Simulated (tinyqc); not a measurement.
Empirical pseudopotential in a few plane waves, step by step. Computed by tinyqc, a small Python program that keeps every step. Settings: plane-wave index or count = 15. Command: `OMP_NUM_THREADS=1 python tinyqc.py 29980 29981 out.jsonl` (the two numbers bound the seeds that draw the settings). One thread of a shared host (Intel(R) Xeon(R) Processor @ 2.60GHz), about 0.2 s of CPU time with the checks.

## Bloch Hamiltonian at k

Parameters chosen for this model: fcc lattice, atoms at +/- a/8 (1,1,1); form factors in rydberg at |G|^2 in units of (2 pi/a)^2:
```
parameter                 value      unit
a                      6.340000  angstrom
VS(3)                 -0.218000        Ry
VS(8)                  0.008000        Ry
VS(11)                 0.043000        Ry
VA(3)                  0.129000        Ry
VA(4)                  0.095000        Ry
VA(11)                 0.021000        Ry
hbar^2/2m (2 pi/a)^2   3.742003        eV
```

k point k (2 pi / a): -0.010000  -0.050000  0.320000

Basis: the 15 shortest G (labels in 2 pi/a), the same at every k. H(G,G') = c |k + G|^2 delta + VS(|G-G'|^2) cos((G-G').tau) + i VA sin((G-G').tau), tau = a/8 (1,1,1); 1 Ry = 13.605693 eV.

H(k) at k (eV), lower triangle (Hermitian):
```
                     +0+0+0               -1-1-1               -1-1+1               -1+1-1
+0+0+0             0.392910
-1-1-1   2.097308-1.241067i             9.673078
-1-1+1  -2.097308-1.241067i   0.000000+1.292541i            14.462842
-1+1-1  -2.097308-1.241067i   0.000000+1.292541i             0.108846             8.924677
-1+1+1  -2.097308+1.241067i            -0.108846   0.000000+1.292541i   0.000000+1.292541i
+1-1-1  -2.097308-1.241067i   0.000000+1.292541i             0.108846             0.108846
+1-1+1  -2.097308+1.241067i            -0.108846   0.000000+1.292541i             0.000000
+1+1-1  -2.097308+1.241067i            -0.108846             0.000000   0.000000+1.292541i
+1+1+1   2.097308+1.241067i             0.000000            -0.108846            -0.108846
-2+0+0   0.000000-1.292541i  -2.097308+1.241067i  -2.097308-1.241067i  -2.097308-1.241067i
+0-2+0   0.000000-1.292541i  -2.097308+1.241067i  -2.097308-1.241067i   0.413689-0.202034i
+0+0-2   0.000000-1.292541i  -2.097308+1.241067i   0.413689-0.202034i  -2.097308-1.241067i
+0+0+2   0.000000+1.292541i  -0.413689-0.202034i   2.097308+1.241067i  -0.413689+0.202034i
+0+2+0   0.000000+1.292541i  -0.413689-0.202034i  -0.413689+0.202034i   2.097308+1.241067i
+2+0+0   0.000000+1.292541i  -0.413689-0.202034i  -0.413689+0.202034i  -0.413689+0.202034i

                     -1+1+1               +1-1-1               +1-1+1               +1+1-1
-1+1+1            13.714441
+1-1-1             0.000000             9.523398
+1-1+1             0.108846   0.000000+1.292541i            14.313162
+1+1-1             0.108846   0.000000+1.292541i             0.108846             8.774997
+1+1+1   0.000000+1.292541i            -0.108846   0.000000+1.292541i   0.000000+1.292541i
-2+0+0   2.097308-1.241067i   0.413689-0.202034i  -0.413689-0.202034i  -0.413689-0.202034i
+0-2+0  -0.413689-0.202034i  -2.097308-1.241067i   2.097308-1.241067i  -0.413689-0.202034i
+0+0-2  -0.413689-0.202034i  -2.097308-1.241067i  -0.413689-0.202034i   2.097308-1.241067i
+0+0+2  -2.097308+1.241067i  -0.413689+0.202034i  -2.097308+1.241067i   0.413689+0.202034i
+0+2+0  -2.097308+1.241067i  -0.413689+0.202034i   0.413689+0.202034i  -2.097308+1.241067i
+2+0+0   0.413689+0.202034i   2.097308+1.241067i  -2.097308+1.241067i  -2.097308+1.241067i

                     +1+1+1     -2+0+0     +0-2+0     +0+0-2
+1+1+1            13.564761
-2+0+0  -0.413689+0.202034i  15.510603
+0-2+0  -0.413689+0.202034i   0.108846  16.109323
+0+0-2  -0.413689+0.202034i   0.108846   0.108846  10.571159
+0+0+2  -2.097308-1.241067i  -0.108846  -0.108846   0.000000
+0+2+0  -2.097308-1.241067i  -0.108846   0.000000  -0.108846
+2+0+0  -2.097308-1.241067i   0.000000  -0.108846  -0.108846

           +0+0+2     +0+2+0     +2+0+0
+0+0+2  20.150687
+0+2+0   0.108846  14.612522
+2+0+0   0.108846   0.108846  15.211243
```

## Levels at k

Diagonalise the Hermitian matrix.

eigenvalues (eV): -5.895526  5.462889  6.256376  6.285389  10.060960  11.320029  12.851723  12.867573  13.554716  15.122819  17.263168  18.541444  19.240303  19.451156  23.126783

## Bands along a path

The same steps at evenly spaced points between the labelled ones.

Bands along the path (eV), lowest eight:
```
k            band 1    band 2    band 3    band 4     band 5     band 6     band 7     band 8
L         -4.975811  3.362362  6.488355  6.488355   9.848573  12.385456  12.385456  15.333427
L-G 0.25  -5.389575  3.826128  6.368457  6.368457   9.810502  12.384924  12.384924  14.368342
L-G 0.50  -5.754332  4.706422  6.397401  6.397401   9.862090  12.486077  12.486077  12.677963
L-G 0.75  -6.001613  5.814616  6.492861  6.492861   9.356456  12.005999  12.286585  12.286585
G         -6.088686  6.544614  6.544614  6.544614   8.685879  12.099089  12.099089  12.099089
G-X 0.25  -5.972600  5.800343  6.361584  6.361584   9.646070  11.539168  12.586927  12.586927
G-X 0.50  -5.643167  4.746555  6.016460  6.016460  10.512532  10.988395  13.100762  13.838628
G-X 0.75  -5.159182  3.911865  5.804858  5.804858   9.998273  10.570166  14.703429  15.557518
X         -4.619969  3.428752  5.889689  5.889689   9.861854  10.349572  17.157179  17.619898
```

With 4 band(s) filled, the highest filled level on these points lies at G and the lowest empty one at G: a gap of 2.1413 eV, direct. This holds for the small fixed basis; with all plane waves up to |k + G|^2 = 21 (2 pi/a)^2 the gap along the path is 2.28 eV.

## Convergence with the number of plane waves

Levels at G counted from the fourth one.

Levels (eV):
```
plane waves     level 1   level 5   level 8
9            -13.801623  1.539116  2.585082
15           -12.633300  2.141265  5.554475
27           -11.729628  2.286325  6.093163
51           -11.211124  2.203315  6.471831
59           -11.116417  2.264182  6.294512
65           -11.093794  2.257535  6.293036
89           -11.079184  2.263817  6.291937
```
